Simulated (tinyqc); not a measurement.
Strain-driven roughening and islands of a mismatched epitaxial film: one step, computed by the program tinyqc.

Film and substrate share isotropic elastic constants; the film is coherent and biaxially strained.

Task: Which shape at the volume V. Shallow faceted island (Tersoff form): E = 4 Gam V^(2/3) tan^(1/3)(theta) - 6 c V tan(theta), Gam = gamma [x/sin(theta) - 1/tan(theta)], x the facet energy over gamma, c = stress^2 (1 - nu)/(2 pi G). The two energies cross at V_x^(1/3) = 4 [Gam_2 t2^(1/3) - Gam_1 t1^(1/3)]/(6 c (t2 - t1)), t = tan(theta); mu = dE/dV.

Inputs (values chosen for the exercise, modelled on InAs on InP):
```
quantity                                    value     unit
shear modulus G                              30.2      GPa
Poisson ratio nu                             0.28        -
surface energy gamma                        0.715    J/m^2
contact angle of the shallow shape theta_1   11.3  degrees
contact angle of the steep shape theta_2     28.3  degrees
facet energy of shape 1 over gamma          1.008        -
facet energy of shape 2 over gamma          1.054        -
island volume V                                78     nm^3
```

stress = 3.350187 GPa

Gam of shape 2 = 0.2616996 J/m^2

Gam of shape 1 = 0.09992807 J/m^2

c = 0.04258765 GPa

Constants: e = 1.602176634e-19 C.

Give: E of shape 1; E of shape 2; crossing volume V_x; jump of mu at V_x, shape 2 less shape 1.

Result:

E of shape 1 = 1.769 eV

E of shape 2 = 30.05 eV

crossing volume V_x = 364.2 nm^3

jump of mu at V_x, shape 2 less shape 1 = -28.84 MJ/m^3

At V the shallow shape is lower, though both lie above the flat film. At V_x the chemical potential drops, so islands that have turned steep grow at the cost of the shallow ones. Caution: the shallow-slope form overstates the relaxation of facets steeper than about 25 degrees.
